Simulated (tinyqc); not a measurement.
Magnetisation curve: two coupled magnetic layers: synthetic antiferromagnet, spin flop, exchange bias and magnetoresistance. Computed by tinyqc, a small Python program. Command: `OMP_NUM_THREADS=1 python tinyqc.py 3025701 3025702 out.jsonl saf walk`. One thread of a shared host (Intel(R) Xeon(R) Processor @ 2.30GHz), about 0.3 s of CPU time with the checks.

Moments lie in the plane at the angles p1, p2 from the field. Energy per area: E = J1 cos(p1 - p2) + J2 cos^2(p1 - p2) - B M_s (t1 cos p1 + t2 cos p2) + K (t1 sin^2 p1 + t2 sin^2 p2).

Inputs (values chosen for the exercise, for a model stack): saturation magnetisation M_s = 1130 kA/m; thickness t1 = 2.9 nm; thickness t2 = 2.9 nm; antiferromagnetic coupling J1 = 0.18 mJ/m^2; biquadratic coupling J2 = 0 mJ/m^2; in-plane anisotropy K = 0.63 kJ/m^3; field over the saturation field = 0.27.

Field direction: along the easy axis.

Method. The parallel state is stable while the Hessian at p1 = p2 = 0 is positive: with c = J1 + 2 J2 and u = B M_s + 2K, (u t1 - c)(u t2 - c) > c^2, so B_sat M_s = c (1/t1 + 1/t2) - 2K. B_K = 2K/M_s. The lowest minimum of E over both angles (from five starts; of two mirror images the one with p1 >= 0, and for equal layers |p1| <= |p2|).

saturation field B_sat = 108.742 mT

Equilibrium states:
```
B/B_sat  B (mT)  p1 (degrees)  p2 (degrees)  m/m_sat
0.02       2.17         0.000       -180.00   0.0000
0.06       6.52         0.000       -180.00   0.0000
0.12      13.05        83.108        -83.11   0.1200
0.20      21.75        78.463        -78.46   0.2000
0.30      32.62        72.542        -72.54   0.3000
0.45      48.93        63.256        -63.26   0.4500
0.60      65.24        53.130        -53.13   0.6000
0.80      86.99        36.870        -36.87   0.8000
0.95     103.30        18.195        -18.19   0.9500
1.10     119.62         0.000          0.00   1.0000
```

The collinear state is the lowest in 2 row(s), with m/m_sat = (t1 - t2)/(t1 + t2) = 0.000; then the moments are canted and close at B_sat. The largest gap between m/m_sat and B/B_sat in the canted rows is 0.000.

Extremes, crossings and ranges named in words are read from the listed rows.
